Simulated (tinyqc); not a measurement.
Inside a calculation: band-to-band tunnelling across a p-n junction in a two-band chain. Values are carried at full precision from step to step, so a last printed digit may differ when a step is redone from the rounded ones.

Sites alternate A at -Eg/2 and C at +Eg/2 with hopping -t; near the edges, with k counted from the zone boundary pi/a, E^2 = (Eg/2)^2 + (t a k)^2, so t = sqrt(c Eg/m)/a gives the mass m, c = hbar^2/2m0. In the gap cosh(q a) = 1 + (Eg^2/4 - e^2)/(2 t^2), e the energy from the local mid-gap. The potential is V0 = Eg + ov on the p side (left), 0 on the n side, and falls linearly over the 2N sites of the junction, V_j = V0 (1 - j/(2N + 1)), j = 1 to 2N, site 1 being A. E = Eg/2 + x ov. A half chain that ends on a site of level e1 with neighbour e2 has g = (1 + z)/(E - e1), z = exp(-/+ i k a) the root with Im g < 0, cos(k a) = (E - e1)(E - e2)/(2 t^2) - 1. S_L = t^2 g (ending on C, shifted by V0), S_R = t^2 g (starting on A). T = 4 Im(S_L) Im(S_R) |G_(1,2N)|^2.

Constants: hbar^2/2m0 = 3.80998211 eV angstrom^2.

Values chosen for the exercise (gap and mass near those of InGaAs; not measured data):
- Eg = 0.779 eV (gap)
- m = 0.0412 m0 (mass of electron and light hole)
- a = 4 angstrom (period (two sites))
- ov = 0.32 eV (overlap: top of the valence band on the p side above the conduction edge on the n side)
- N = 5 (periods in the small junction)
- x = 0.59 (energy above the n-side conduction edge, as a share of ov)

## Hopping, field and tunnelling length

Form t, V0, E, the field F = V0/((2N + 1) a/2) (1 V/angstrom = 100 MV/cm) and the length Eg/F over which E lies in the gap.

t = 2.1219 eV
V0 = 1.0990 eV
E = 0.5783 eV
F = 4.995 MV/cm
tunnelling length = 15.59 angstrom

So short a junction keeps the matrix small; its field is above the 1 to 3 MV/cm of tunnel diodes.

## Self-energies of the two sides

Form cos(k a) and S for each side.

cos(k a): left -0.986738, right -0.979708

S_L, S_R (eV): [-0.06560-0.80293i, 0.09440-0.93243i]

## Recursive Green function

g_1 = 1/(E - e_1 - S_L); g_j = 1/(E - e_j - t^2 g_(j-1)), with S_R also subtracted at the last site; G_1j = G_1(j-1) (-t) g_j, G_11 = g_1; e_j is the site level plus V_j. The self-energies stand in the order S_L, S_R.

Sweep:
```
j   e_j (eV)       g_j (1/eV)      G_1j (1/eV)
1     0.6096   0.0531-1.2432i   0.0531-1.2432i
2     1.2887  -0.0295-0.1737i   0.4614-0.0581i
3     0.4098   0.4290-1.1137i  -0.2826+1.1433i
4     1.0889  -0.0785-0.1612i  -0.4381+0.0938i
5     0.2100   0.6889-0.6927i   0.5026-0.7811i
6     0.8890  -0.1597-0.1459i   0.4121-0.1090i
7     0.0101   0.6163-0.3146i  -0.4662+0.4177i
8     0.6892  -0.2792-0.1371i  -0.3977+0.1119i
9    -0.1897   0.4518-0.1377i   0.3486-0.2235i
10    0.4894  -0.3104-0.2363i   0.3417+0.0276i
```

T = 0.3519

## WKB for the same field

T = exp(-2 I/F), I = integral of q de across the gap. Continuum: q = sqrt(Eg^2/4 - e^2)/(t a), I = pi Eg^2/(8 t a). Lattice: q from the cosh formula, 12 Gauss-Legendre points in u with e = (Eg/2) sin(u), u from -pi/2 to pi/2. F in V/angstrom is the value in MV/cm over 100.

I (eV/angstrom): continuum 0.028077, lattice 0.028048

T by WKB: continuum 0.3249, lattice 0.3253

The chain gives 0.3519, 1.082 times the lattice WKB value; the exponent is only 1.12, and reflections at the two kinks of the potential count.

## Checks

- G_(1,2N) from the sweep against inversion of the whole matrix (size): both 0.34278.

Program tinyqc; command `OMP_NUM_THREADS=1 python tinyqc.py 1451636 1451637 out.jsonl`; about 0.01 s on one thread of a shared Intel(R) Xeon(R) Processor @ 2.30GHz.
